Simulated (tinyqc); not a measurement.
Extended Hueckel theory, for H6, step by step. Computed by tinyqc, a small Python program that keeps every step (integrals from PySCF). Settings: charge = 0, K = 1.5, weighted = 1, multiplicity = 1. Command: `OMP_NUM_THREADS=1 python tinyqc.py 24307 24308 out.jsonl` (the two numbers bound the seeds that draw the settings). One thread of a shared host (Intel(R) Xeon(R) Processor @ 2.60GHz), about 0.01 s of CPU time with the checks.

## Overlaps

Geometry (angstrom):
```
atom         x         y         z
H     0.000000  0.000000  0.000000
H     0.000000  0.000000  0.702000
H     0.000000  0.000000  1.664000
H     0.000000  0.000000  2.365000
H     0.000000  0.000000  3.327000
H     0.000000  0.000000  4.029000
```

Parameters chosen for this run:
```
element  shell  Slater exponent   H_ii (eV)
H           1s         1.300000  -13.600000
```

Slater orbitals, each expanded in six Gaussians scaled to its exponent.

overlap S:
```
          1H 1s     2H 1s     3H 1s     4H 1s     5H 1s     6H 1s
1H 1s  1.000000  0.662368  0.178793  0.054140  0.008808  0.002066
2H 1s  0.662368  1.000000  0.491726  0.179079  0.033738  0.008808
3H 1s  0.178793  0.491726  1.000000  0.663054  0.179079  0.054140
4H 1s  0.054140  0.179079  0.663054  1.000000  0.491726  0.178793
5H 1s  0.008808  0.033738  0.179079  0.491726  1.000000  0.662368
6H 1s  0.002066  0.008808  0.054140  0.178793  0.662368  1.000000
```

## Wolfsberg-Helmholz matrix

diagonal H_ii (eV): 1H 1s -13.600000, 2H 1s -13.600000, 3H 1s -13.600000, 4H 1s -13.600000, 5H 1s -13.600000, 6H 1s -13.600000

K = 1.500000

H_ij = K' S_ij (H_ii + H_jj)/2 for i != j (the diagonal keeps H_ii), with K' = K + D^2 + D^4 (1 - K), D = (H_ii - H_jj)/(H_ii + H_jj), K = 1.5.

H (eV):
```
            1H 1s       2H 1s       3H 1s       4H 1s       5H 1s       6H 1s
1H 1s  -13.600000  -13.512303   -3.647379   -1.104456   -0.179674   -0.042144
2H 1s  -13.512303  -13.600000  -10.031215   -3.653212   -0.688252   -0.179674
3H 1s   -3.647379  -10.031215  -13.600000  -13.526295   -3.653212   -1.104456
4H 1s   -1.104456   -3.653212  -13.526295  -13.600000  -10.031215   -3.647379
5H 1s   -0.179674   -0.688252   -3.653212  -10.031215  -13.600000  -13.512303
6H 1s   -0.042144   -0.179674   -1.104456   -3.647379  -13.512303  -13.600000
```

## Orbitals

valence electrons = 6

Solve H C = S C e through S^(-1/2); fill by pairs from the bottom, a degenerate level sharing its electrons equally; each orbital has its largest coefficient positive (the first on a tie).

orbital energies (eV): -17.496183  -16.413283  -14.177732  -4.745156  5.331940  21.807646

occupations: 2.000000  2.000000  2.000000  0.000000  0.000000  0.000000

coefficients:
```
            MO1        MO2        MO3        MO4        MO5        MO6
1H 1s  0.189801   0.369449   0.462439   0.703980  -0.829735   0.567692
2H 1s  0.265252   0.377218   0.216507  -0.483127   1.036689  -0.983728
3H 1s  0.327311   0.119812  -0.443615  -0.649686  -0.358984   1.346666
4H 1s  0.327311  -0.119812  -0.443615   0.649686  -0.358984  -1.346666
5H 1s  0.265252  -0.377218   0.216507   0.483127   1.036689   0.983728
6H 1s  0.189801  -0.369449   0.462439  -0.703980  -0.829735  -0.567692
```

sum of one-electron energies = -96.174395 eV

## Mulliken analysis

P = C n C^T; charge = valence electrons (H 1) minus the sum of (P S)_ii on the atom; overlap population = 2 sum P_ij S_ij between two atoms.

charges: 1H -0.101751, 2H 0.082609, 3H 0.019141, 4H 0.019141, 5H 0.082609, 6H -0.101751

Overlap populations:
```
pair      value
2-1    0.767894
3-1   -0.070628
3-2    0.070749
4-1   -0.040559
4-2   -0.038983
4-3    0.768008
5-1    0.000391
5-2   -0.003382
5-3   -0.038983
5-4    0.070749
6-1    0.000937
6-2    0.000391
6-3   -0.040559
6-4   -0.070628
6-5    0.767894
```
